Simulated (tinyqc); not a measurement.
Gated graphene: carriers, quantum capacitance and optical conductivity: sweeps and comparisons. A value that a table varies takes the place of the one given here.

Cones E = +/- hv |k|, four flavours, D(E) = 2|E|/(pi hv^2). n = (2/pi)(kT/hv)^2 F_1(mu/kT), p = (2/pi)(kT/hv)^2 F_1(-mu/kT), in 1/angstrom^2 (1e16 for 1/cm^2); F_1(eta) = integral_0^infinity x dx/(1 + exp(x - eta)). Cq/e^2 = d(n - p)/d mu = (2 kT/(pi hv^2)) ln(2 + 2 cosh(mu/kT)).

Gate: V = mu/e + e (n - p)/Cox with Cox/e^2 = k/(4 pi e2 t), t in angstrom, e2 = e^2/(4 pi eps0); 1/(eV angstrom^2) in C/e^2 equals 1602.176634 microfarad/cm^2; total 1/C = 1/Cox + 1/Cq.

Conductivity over sigma0 = e^2/(4 hbar): interband Re = sinh(E/2kT)/(cosh(mu/kT) + cosh(E/2kT)); intraband Re = (8 kT/pi) ln(2 cosh(mu/2kT)) Gm/(E^2 + Gm^2). A free sheet absorbs about pi alpha_f Re(sigma/sigma0), alpha_f the fine-structure constant (alpha among the constants).

Constants: kB = 8.617333262e-05 eV/K; e^2/(4 pi eps0) = 14.39964547 eV angstrom; fine-structure constant alpha = 0.007297352564.

Parameters, chosen for this exercise (Fermi velocity near that of graphene, gate dielectric near hBN; the results hold for these values, not for the real material):
- hv = 6.97 eV angstrom (hbar vF)
- T = 300 K
- k = 3.27 (dielectric constant of the gate layer)
- t = 30 nm (its thickness)
- Gm = 10 meV (intraband damping)
- V = 4.77 V (gate voltage from the neutrality point)

## Gate sweep

Results:

| V (V) | mu (eV) | n - p (1/cm^2) | n + p (1/cm^2) | Cq (microfarad/cm^2) | C/Cox | Cox V/e (1/cm^2) |
|---|---|---|---|---|---|---|
| 0 | 0.0000 | 0 | 1.44e+11 | 0.752 | 0.886 | 0 |
| 0.14 | 0.0156 | 7.49e+10 | 1.60e+11 | 0.801 | 0.892 | 8.43e+10 |
| 0.38 | 0.0388 | 2.06e+11 | 2.43e+11 | 1.03 | 0.915 | 2.29e+11 |
| 0.95 | 0.0772 | 5.26e+11 | 5.34e+11 | 1.67 | 0.945 | 5.72e+11 |
| 1.9 | 0.1192 | 1.07e+12 | 1.07e+12 | 2.51 | 0.963 | 1.14e+12 |
| 3.3 | 0.1632 | 1.89e+12 | 1.89e+12 | 3.43 | 0.973 | 1.99e+12 |
| 4.8 | 0.2002 | 2.77e+12 | 2.77e+12 | 4.20 | 0.978 | 2.89e+12 |
| 7.2 | 0.2484 | 4.19e+12 | 4.19e+12 | 5.22 | 0.982 | 4.34e+12 |
| 10 | 0.2950 | 5.85e+12 | 5.85e+12 | 6.19 | 0.985 | 6.02e+12 |

At neutrality n + p = 1.44e+11 1/cm^2 of thermal carriers remain and C/Cox = 0.886; at the last row C/Cox = 0.985 and the plain capacitor rule overstates n - p by 3.0 %. Between the last two rows mu goes as V^0.52; for |mu| well above kT the limits are 1/2 where Cox is small against Cq and 1 where it is large.

## Absorption spectrum

mu = 0.19955 eV

Results:

| E (eV) | interband | intraband | absorption (%) |
|---|---|---|---|
| 0.040 | 0.0008 | 1.4947 | 3.428 |
| 0.080 | 0.0020 | 0.3909 | 0.901 |
| 0.140 | 0.0066 | 0.1290 | 0.311 |
| 0.200 | 0.0208 | 0.0634 | 0.193 |
| 0.279 | 0.0892 | 0.0326 | 0.279 |
| 0.339 | 0.2382 | 0.0221 | 0.597 |
| 0.399 | 0.4995 | 0.0160 | 1.182 |
| 0.459 | 0.7611 | 0.0121 | 1.772 |
| 0.519 | 0.9104 | 0.0094 | 2.109 |
| 0.639 | 0.9904 | 0.0062 | 2.285 |
| 0.798 | 0.9996 | 0.0040 | 2.301 |
| 1.197 | 1.0000 | 0.0018 | 2.297 |

The edge lies at 2|mu| = 0.399 eV and, for |mu| above about 3 kT (here 7.7), rises from 10 % to 90 % over about 8.8 kT = 0.227 eV. The absorption is lowest, 0.193 %, at 0.200 eV of those listed, between the Drude tail and the edge; at the last row it is 2.297 % against pi alpha_f = 2.293 %. The thin-sheet formula fails where the absorption is large, and trigonal warping matters above about 1.5 eV.

## What moves the Fermi level

All results formed anew. Each row changes one parameter from the base and keeps the others.

Results:

| case | mu (eV) | n - p (1/cm^2) | C/Cox |
|---|---|---|---|
| base | 0.1996 | 2.753e+12 | 0.9775 |
| V = 6.201 V | 0.2296 | 3.597e+12 | 0.9804 |
| t = 21 nm | 0.2394 | 3.899e+12 | 0.9733 |
| k = 3.92 | 0.2190 | 3.286e+12 | 0.9755 |
| hv = 7.67 eV angstrom | 0.2201 | 2.741e+12 | 0.9753 |
| T = 400 K | 0.1954 | 2.756e+12 | 0.9770 |

The largest shifts from the base row, up to three for each result and ties (the steps differ in size, so this ranks the rows, not the parameters). mu (eV): t +0.0398, V +0.0300, hv +0.0206. n - p (1/cm^2): t +1.15e+12, V +8.44e+11, k +5.33e+11. C/Cox: t -0.0042, V +0.0029, hv -0.0021.

tinyqc: `OMP_NUM_THREADS=1 python tinyqc.py 1652280 1652281 out.jsonl`; about 0.01 s, one thread, shared Intel(R) Xeon(R) Processor @ 2.30GHz.
